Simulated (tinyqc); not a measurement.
# Worked calculation: drifting, spreading and decaying minority pulse (Haynes-Shockley), explicit time steps

tinyqc, about 0.01 s, one thread, Intel Xeon 2.30GHz (shared host): `OMP_NUM_THREADS=1 python tinyqc.py 2310110 2310111 out.jsonl` Printed values are rounded.

Low injection in a uniform field: dn/dt = D d2n/dx2 - v dn/dx - n/tau with D = mu Vt and v = mu F towards +x. Exact solution on an infinite bar for a Gaussian start at x0: n = N0 exp(-t/tau) exp(-(x - x0 - v t)^2/(2 s^2))/sqrt(2 pi s^2), s^2 = s0^2 + 2 D t.

Parameters, values chosen for the exercise; mobility close to that of indium phosphide at room temperature: temperature T = 250 K; minority-carrier mobility mu = 4970 cm^2/(V s); sweep field along the drift F = 43 V/cm; mesh step hx = 8.3 um; lifetime tau = 3.2e-8 s; injected sheet density N0 = 2e10 cm^-2; time step dt = 1.3e-9 s; initial width (standard deviation) s0 = 8.7 um.

Constants: q = 1.602176634e-19 C, kB = 1.380649e-23 J/K, Vt = kB T/q. Results are converted to the units shown.

## Coefficients of the scheme

Exponentially fitted fluxes: d = F hx/Vt, B(d) = d/(exp(d) - 1), k = D dt/hx^2; (L n)_i = a n_(i-1) + b n_i + c n_(i+1) with a = k B(-d), c = k B(d), b = -a - c - dt/tau. Explicit steps keep n positive for dt up to 1/[(D/hx^2)(B(d) + B(-d)) + 1/tau].

D = 107.070 cm^2/s
v = 2.13710e5 cm/s
d = 1.65666
a = 0.413638
b = -0.533175
c = 0.0789118
positivity limit of dt = 2.43822e-9 s

dt is 0.53 times the explicit limit. On this mesh the fitted flux acts like a diffusion coefficient (d/2) coth(d/2) D = 1.22 D for a travelling pulse, before the error of the time steps.

## Initial pulse

Nodes x_i = i hx, i = 1 to 9, n = 0 at nodes 0 and 10; the Gaussian at t = 0 with x0 = 4 hx.

n at t = 0, node 1 to 9 (in units of 1e12 cm^-3): [0.15264, 1.48548, 5.81811, 9.17109, 5.81811, 1.48548, 0.15264, 0.00631, 0.00011]

## Step 1: densities after a time step

(L n)_i = a n_(i-1) + b n_i + c n_(i+1), n = 0 beyond the ends. Explicit step: n(new) = n + L n.

n at t = 1 dt, node 1 to 9 (in units of 1e12 cm^-3): [0.18848, 1.21571, 4.05420, 7.14700, 6.62677, 3.11210, 0.68621, 0.06609, 0.00266]

## Step 2: densities after a time step

As before.

n at t = 2 dt, node 1 to 9 (in units of 1e12 cm^-3): [0.18392, 0.96541, 2.95945, 5.53630, 6.29540, 4.24804, 1.61284, 0.31490, 0.02858]

## Step 3: densities after a time step

As before.

n at t = 3 dt, node 1 to 9 (in units of 1e12 cm^-3): [0.16204, 0.76029, 2.21775, 4.30541, 5.56410, 4.71438, 2.53491, 0.81639, 0.14360]

## Course in time

The same steps, now on nodes 1 to 60 (n = 0 at nodes 0 and 61), for 24 steps; centre = sum x n/sum n. Deviations are from the exact pulse, as a share of its largest value on the nodes; a run counts as stable if they stay under 100 %.

Course of the iteration:
```
step  hx sum n (cm^-2)  centre (um)  most negative n (cm^-3), 0 if none  largest deviation (% of the peak)
1           1.91724e10      36.1236                                   0                               1.77
2           1.83812e10      39.0457                                   0                               3.42
3           1.76224e10      41.9702                                   0                               3.53
4           1.68959e10      44.8943                                   0                               4.42
5           1.62006e10      47.8163                                   0                               4.60
6           1.55352e10      50.7358                                   0                               4.78
7           1.48983e10      53.6526                                   0                               5.19
8           1.42884e10      56.5667                                   0                               5.50
9           1.37043e10      59.4783                                   0                               5.69
...                ...          ...                                 ...                                ...
16          1.02420e10      79.8119                                   0                               7.57
17           9.82535e9      82.7123                                   0                               7.74
18           9.42577e9      85.6120                                   0                               7.74
19           9.04251e9      88.5111                                   0                               8.17
20           8.67490e9      91.4098                                   0                               8.42
21           8.32227e9      94.3080                                   0                               8.49
22           7.98402e9      97.2059                                   0                               8.69
23           7.65953e9      100.103                                   0                               9.00
24           7.34826e9      103.001                                   0                               9.14
```

The run is stable. After 24 steps the deviation is 9.1 % of the peak. From step 1 to the last the centre has moved at 1.05 v and the content is 2.6 % below N0 exp(-t/tau). On an endless mesh these steps would give a speed of 1.04 v and a content of 0.980 times the exact one, from dt/tau = 0.0406 alone; the rest comes from the absorbing ends.
